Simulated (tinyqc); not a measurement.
# Input admittance of a MOSFET at zero drain bias: distributed channel and distributed gate, step by step

tinyqc, about 0.01 s, one thread, Intel Xeon 2.30GHz (shared host): `OMP_NUM_THREADS=1 python tinyqc.py 2262037 2262038 out.jsonl` Printed values are rounded.

Source and drain grounded, strong inversion, w = 2 pi f, Cox = eps0 eox/tox. The channel is an RC line of resistance 1/(mu Cox Vo) per square fed from both ends, so one finger has the intrinsic admittance y = i w Cox L tanh(g)/g per width, g = (1/2) sqrt(i w tau), tau = L^2/(mu Vo). The vertical resistance rv/L is in series with y, the overlaps 2 i w Cov in parallel: y_t = 1/(1/y + rv/L) + 2 i w Cov. The gate strip is a line of Rsh/L per length loaded by y_t, so a finger has Y = y_t Wf tanh(k)/k, k = (Wf/sd) sqrt(y_t Rsh/L); the device has Nf Y.

Parameters, values chosen for the exercise; values of the order met in silicon radio-frequency transistors: relative permittivity of the gate insulator (close to silicon dioxide) eox = 3.9; insulator thickness tox = 4.5 nm; channel length L = 0.14 um; finger width Wf = 0.61 um; number of fingers Nf = 4; channel mobility mu = 360 cm^2/(V s); gate overdrive Vo = 0.42 V; sheet resistance of the gate Rsh = 9.6 ohm/square; vertical resistivity of the gate stack rv = 0 ohm um^2; number of ends at which a finger is contacted sd = 2; overlap and fringe capacitance on each side Cov = 0.15 fF/um; frequency f = 24 GHz.

Constants: eps0 = 8.8541878128e-14 F/cm where lengths are in cm. Results are converted to the units shown.

## Low-frequency resistances and capacitance

Low-frequency limits, with c = Cox L and ct = c + 2 Cov: R_strip = Rsh Wf/(3 sd^2 L Nf), R_ch = (c/ct)^2 L/(12 mu Cox Vo Wf Nf), R_vert = (c/ct)^2 rv/(L Wf Nf), C = ct Wf Nf.

parts (ohm): strip 0.8714286, channel 25.18221, vertical 0
sum = 26.05364 ohm
C = 3.353312 fF
1/(2 pi R C) = 1821.704 GHz

The channel term is the largest, 96.7 % of the sum.

## Admittance of the channel and stack per width

tau, g, c = Cox L, y and y_t as defined.

tau = 1.296296 ps
g = 0.1563157+0.1563157i
c = 1.074308 fF/um
y = 2.6379+161.9503i uS/um
y_t = 2.6379+207.1892i uS/um

w tau = 0.195, and Im y is 1.00 of w c.

## Input impedance of the device

k and Y as defined; Z = 1/(Nf Y) = R + 1/(i w C); Q = |Im Z|/R; signal at the point farthest from a contact |1/cosh k|.

k = 0.02587049+0.02554320i
Nf Y = 0.0066593+0.5055359i mS
R = 26.05235 ohm
C = 3.353021 fF
Q = 75.91466
signal at the far point = 0.9999914

R is within 0.01 % of its low-frequency limit and C is within 0.01 % of its own.
